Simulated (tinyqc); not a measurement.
Comparisons within one model: donors on two lattice sites with valley-orbit split states. A value that a table varies takes the place of the one given here.

Each donor binds at most one electron, in any of its states. For a site s, W_s = sum over its states of g exp(E/kT), and the ionised share is 1/(1 + W_s exp(eta)), eta = (EF - Ec)/kT; n = Nc F_1/2(eta); neutrality n + NA = ND x (mean ionised share, the two sites in equal numbers); holes are neglected. Nc from N = 2 (m kB T/(4 pi c))^(3/2) with c = hbar^2/2m0, in 1/angstrom^3; times 1e24 for 1/cm^3, m = md. F_j(eta) = (1/Gamma(j + 1)) integral_0^infinity x^j dx/(1 + exp(x - eta)), which tends to exp(eta) for eta << 0.

Mobility (Caughey-Thomas form): mu = mu0 + (mu1 (T/300)^(-ga) - mu0)/(1 + ((ND + NA)/Nr)^de); rho = 1/(e n mu), e = 1.602176634e-19 C.

Constants: hbar^2/2m0 = 3.80998211 eV angstrom^2; kB = 8.617333262e-05 eV/K.

Values chosen for the exercise (near those of nitrogen in 4H-SiC; shifted at random, so the results belong to these values and not to a real crystal):
- md = 0.811 m0 (density-of-states mass of the conduction band)
- E = (61.3, 53.2, 125.4, 82.6) meV (binding energies of h ground, h excited, k ground, k excited)
- g = (2, 4, 2, 4) (their degeneracies with spin)
- ND = 2.2e+16 1/cm^3 (donors, half on each site)
- NA = 0 1/cm^3 (compensating acceptors, all ionised)
- T = 500 K
- mu0 = 37 cm^2/(V s) (mobility at heavy doping)
- mu1 = 963 cm^2/(V s) (mobility at light doping and 300 K)
- Nr = 1.7e+17 1/cm^3 (reference doping)
- de = 0.61 (doping exponent)
- ga = 2.4 (temperature exponent)

## What the excited states change

The last columns keep only the ground state of each site (g = 2).

Results:
```
T (K)  effective degeneracy, h site     eta  n (1/cm^3)  n, ground states only  ratio
40                             2.38  -11.52    8.82e+12               9.63e+12  0.916
60                             2.84   -8.96    2.10e+14               2.50e+14  0.841
80                             3.24   -7.80    1.03e+15               1.30e+15  0.797
110                            3.70   -7.04    3.57e+15               4.53e+15  0.788
150                            4.14   -6.77    7.40e+15               8.66e+15  0.854
200                            4.50   -6.76    1.15e+16               1.25e+16  0.924
250                            4.75   -6.79    1.57e+16               1.67e+16  0.941
300                            4.92   -6.90    1.85e+16               1.94e+16  0.955
400                            5.16   -7.21    2.09e+16               2.13e+16  0.979
500                            5.31   -7.51    2.15e+16               2.17e+16  0.989
```

What can be read from the table?

The effective degeneracy grows from 2.38 to 5.31. Excited states hold electrons back, so the ratio is never above 1; it is lowest, 0.788, at 110 K of those listed, and 0.955 at 300 K. At low T the excited states empty out, and at high T more donors are ionised (n is 98 % of ND - NA in the last row), so the effect is largest in between.

## Ionisation and resistivity against doping

NA = 0.

Results:
```
ND (1/cm^3)  n (1/cm^3)   n/ND  mu (cm^2/(V s))  rho (ohm cm)  rho at full ionisation
1.0e+14        1.00e+14  1.000              280           223                     223
1.0e+15        9.99e+14  0.999              272          22.9                    22.9
1.0e+16        9.89e+15  0.989              246          2.57                    2.54
3.0e+16        2.91e+16  0.969              219         0.978                   0.949
1.0e+17        9.11e+16  0.911              180         0.382                   0.348
3.0e+17        2.40e+17  0.800              139         0.187                   0.150
1.0e+18        6.20e+17  0.620               99         0.102                  0.0629
2.0e+18        1.01e+18  0.506               82        0.0755                  0.0382
```

What does this show, and why?

From 1e16 to 1e18 1/cm^3 rho falls by a factor 25.3, not 100: the mobility takes a factor 2.47 and incomplete ionisation 1.60. n/ND is below 0.9 from 3e+17 1/cm^3 on. Near 1e19 1/cm^3 and above the levels merge with the band, and already below that screening lowers the binding energy, so the last rows understate n.

## Compensation sets the slope of the freeze-out

NA = K ND. The slope energy is -d ln(n T^(-p))/d(1/kT) between 50 and 60 K, with p = 3/4 for K = 0 and p = 3/2 otherwise.

Results:
```
K       n(50 K) (1/cm^3)  n(60 K) (1/cm^3)  slope energy (meV)
0               5.88e+13          2.10e+14               29.40
0.0010          4.88e+13          2.00e+14               29.32
0.010           1.45e+13          1.26e+14               48.82
0.050           2.84e+12          3.56e+13               58.32
0.20            4.75e+11          6.14e+12               59.11
0.50            2.13e+08          9.92e+09               92.27
```

What can be read from the table?

Without acceptors the slope is 29.40 meV, against half the h-site ground-state energy, 30.65; with K = 0.05 it is 58.32 meV, against the full 61.3. The full energy (less a few meV where excited levels lie within a few kT) shows where n is far below NA, since the acceptors then hold EF near the donor level: n(60 K)/NA is 9.1 for K = 0.001 and 0.032 for K = 0.05; for K = 0.001 the sample is still in or near the uncompensated regime, where p = 3/2 is the wrong power, so that slope means little. At K = 0.5 the acceptors have taken as many electrons as there are h sites, EF sits between the two levels, and the slope is 92.3 meV against their mean of 93.3.

## What moves the carrier density

All results formed anew. Each row changes one parameter from the base and keeps the others.

Results:
```
case                                  eta  n (1/cm^3)  rho (ohm cm)
base                               -7.514   2.150e+16         1.274
E = (66.3, 53.2, 125.4, 82.6) meV  -7.514   2.149e+16         1.275
md = 0.892 m0                      -7.654   2.156e+16         1.271
ND = 4.4e+16 1/cm^3                -6.842   4.209e+16        0.7138
NA = 2.2e+15 1/cm^3                -7.620   1.935e+16         1.432
T = 530 K                          -7.597   2.159e+16         1.452
Nr = 3.4e+17 1/cm^3                -7.514   2.150e+16         1.191
```

How do the results move?

The largest shifts from the base row, up to three for each result and ties (the steps differ in size, so this ranks the rows, not the parameters). eta: ND +0.672, md -0.140, NA -0.105; unchanged at the printed digits by E and Nr. n (1/cm^3): ND +2.06e+16, NA -2.15e+15, T +9.10e+13; unchanged at the printed digits by Nr. rho (ohm cm): ND -0.561, T +0.177, NA +0.158.

Computed by tinyqc, a small Python program: `OMP_NUM_THREADS=1 python tinyqc.py 1682782 1682783 out.jsonl` (the numbers bound the seed that draws the inputs); one thread of a shared host (Intel(R) Xeon(R) Processor @ 2.30GHz), about 0.01 s for the whole set of steps.
